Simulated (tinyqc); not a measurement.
LDA (VWN5) atom on a uniform radial grid, spin-unpolarised, for Be, step by step. Computed by tinyqc, a small Python program that keeps every step. Settings: Z = 4, points = 256, R = 13.9, functional = lda,vwn, mixing = 1.0, iteration cap = 84. Command: `OMP_NUM_THREADS=1 python tinyqc.py 21734 21735 out.jsonl` (the two numbers bound the seeds that draw the settings). One thread of a shared host (Intel(R) Xeon(R) Processor @ 2.60GHz), about 0.3 s of CPU time with the checks. Later iterations appear only in the table of the cycle.

## Iteration 1

Spherical atom on a uniform radial grid r_j = j h with h = R/(N + 1), h sum u^2 = 1 and integrals as h times sums, u(0) = u(R) = 0 (atomic units):

| parameter | value |
|---|---|
| Z | 4 |
| points N | 256 |
| R | 13.900000 |
| h | 0.054086 |
| mixing | 1.000000 |
| electrons in 1s | 2 |
| electrons in 2s | 2 |

Three-point differences turn -u''/2 + [l(l+1)/2r^2 - Z/r + V] u = e u into a tridiagonal matrix (diagonal 1/h^2 + potential, off-diagonal -1/2h^2). D = sum f u^2; the Hartree potential y/r solves y'' = -D/r with y(0) = 0, y(R) = N_e; v_xc comes from rho = D/(4 pi r^2); E = sum f e - int D V + int D (V_H/2 + eps_xc); V(new) = V + mixing (V_H + v_xc - V).

eigenvalues (hartree): 1s -7.9085, 2s -1.9942

Every 16th grid point:

| r | V in | u(1s) | u(2s) | D | V_H | v_xc |
|---|---|---|---|---|---|---|
| 0.8654 | 0.0000 | 0.4411 | -0.6289 | 1.1803 | 3.7552 | -0.5555 |
| 1.7307 | 0.0000 | 0.0284 | -0.7574 | 1.1489 | 2.2426 | -0.3595 |
| 2.5961 | 0.0000 | 0.0014 | -0.3443 | 0.2370 | 1.5365 | -0.1744 |
| 3.4615 | 0.0000 | 5.90e-05 | -0.1153 | 0.0266 | 1.1554 | -0.0764 |
| 4.3268 | 0.0000 | 2.38e-06 | -0.0331 | 0.0022 | 0.9244 | -0.0316 |
| 5.1922 | 0.0000 | 9.20e-08 | -0.0087 | 1.50e-04 | 0.7704 | -0.0124 |
| 6.0576 | 0.0000 | 3.46e-09 | -0.0021 | 9.06e-06 | 0.6603 | -0.0046 |
| 6.9230 | 0.0000 | 1.27e-10 | -5.00e-04 | 4.99e-07 | 0.5778 | -0.0017 |
| 7.7883 | 0.0000 | 0 | -1.13e-04 | 2.57e-08 | 0.5136 | -0.0006 |
| 8.6537 | 0.0000 | 0 | -2.51e-05 | 1.26e-09 | 0.4622 | -2.03e-04 |
| 9.5191 | 0.0000 | 0 | -5.42e-06 | 5.87e-11 | 0.4202 | -6.91e-05 |
| 10.3844 | 0.0000 | 0 | -1.15e-06 | 0 | 0.3852 | -1.10e-05 |
| 11.2498 | 0.0000 | 0 | -2.41e-07 | 0 | 0.3556 | 0.0000 |
| 12.1152 | 0.0000 | 0 | -4.98e-08 | 0 | 0.3302 | 0.0000 |
| 12.9805 | 0.0000 | 0 | -9.86e-09 | 0 | 0.3082 | 0.0000 |
| 13.8459 | 0.0000 | 0 | -3.75e-10 | 0 | 0.2889 | 0.0000 |

total energy = -13.383471 hartree

## Iteration 2

As before.

eigenvalues (hartree): 1s -2.9360, 2s -0.0381

Every 16th grid point:

| r | V in | u(1s) | u(2s) | D | V_H | v_xc |
|---|---|---|---|---|---|---|
| 0.8654 | 3.1997 | 0.5927 | -0.1268 | 0.7349 | 2.9820 | -0.4798 |
| 1.7307 | 1.8831 | 0.0916 | -0.4559 | 0.4325 | 1.8200 | -0.2670 |
| 2.5961 | 1.3621 | 0.0123 | -0.5243 | 0.5501 | 1.3581 | -0.2247 |
| 3.4615 | 1.0789 | 0.0016 | -0.4758 | 0.4528 | 1.0819 | -0.1782 |
| 4.3268 | 0.8929 | 1.95e-04 | -0.3955 | 0.3129 | 0.8933 | -0.1396 |
| 5.1922 | 0.7580 | 2.42e-05 | -0.3173 | 0.2013 | 0.7567 | -0.1097 |
| 6.0576 | 0.6557 | 2.98e-06 | -0.2506 | 0.1256 | 0.6543 | -0.0870 |
| 6.9230 | 0.5761 | 3.67e-07 | -0.1963 | 0.0771 | 0.5751 | -0.0694 |
| 7.7883 | 0.5130 | 4.51e-08 | -0.1527 | 0.0466 | 0.5124 | -0.0557 |
| 8.6537 | 0.4620 | 5.55e-09 | -0.1177 | 0.0277 | 0.4617 | -0.0447 |
| 9.5191 | 0.4201 | 6.83e-10 | -0.0894 | 0.0160 | 0.4200 | -0.0357 |
| 10.3844 | 0.3852 | 8.40e-11 | -0.0662 | 0.0088 | 0.3851 | -0.0283 |
| 11.2498 | 0.3556 | 1.03e-11 | -0.0468 | 0.0044 | 0.3555 | -0.0218 |
| 12.1152 | 0.3302 | 0 | -0.0300 | 0.0018 | 0.3302 | -0.0158 |
| 12.9805 | 0.3082 | 0 | -0.0150 | 4.51e-04 | 0.3082 | -0.0099 |
| 13.8459 | 0.2889 | 0 | -0.0009 | 1.53e-06 | 0.2889 | -0.0015 |

total energy = -14.172264 hartree

## Convergence

Stop when input and output potentials agree to 1e-7.

Course of the cycle (hartree):

| iteration | E | e(1s) | e(2s) | largest \|V(out) - V(in)\| |
|---|---|---|---|---|
| 1 | -13.383471 | -7.9085 | -1.9942 | 6.66e+00 |
| 2 | -14.172264 | -2.9360 | -0.0381 | 1.85e+00 |
| 3 | -14.259663 | -4.1108 | -0.3029 | 6.27e-01 |
| 4 | -14.269756 | -3.6846 | -0.1779 | 2.02e-01 |
| 5 | -14.270795 | -3.8219 | -0.2140 | 6.59e-02 |
| 6 | -14.270908 | -3.7770 | -0.2019 | 2.15e-02 |
| 7 | -14.270919 | -3.7917 | -0.2058 | 7.03e-03 |
| 8 | -14.270921 | -3.7869 | -0.2045 | 2.30e-03 |
| 9 | -14.270921 | -3.7884 | -0.2050 | 7.51e-04 |
| 10 | -14.270921 | -3.7879 | -0.2048 | 2.45e-04 |
| 11 | -14.270921 | -3.7881 | -0.2049 | 8.02e-05 |
| 12 | -14.270921 | -3.7880 | -0.2049 | 2.62e-05 |
| 13 | -14.270921 | -3.7880 | -0.2049 | 8.57e-06 |
| 14 | -14.270921 | -3.7880 | -0.2049 | 2.80e-06 |
| 15 | -14.270921 | -3.7880 | -0.2049 | 9.15e-07 |
| 16 | -14.270921 | -3.7880 | -0.2049 | 2.99e-07 |
| 17 | -14.270921 | -3.7880 | -0.2049 | 9.78e-08 |

Converged in 17 iterations. A uniform grid resolves the cusp poorly: for a bare nucleus this grid gives 1s at -7.90852 against -Z^2/2 = -8 hartree. Before convergence this energy mixes input and output and is not variational, so it may rise towards its limit.
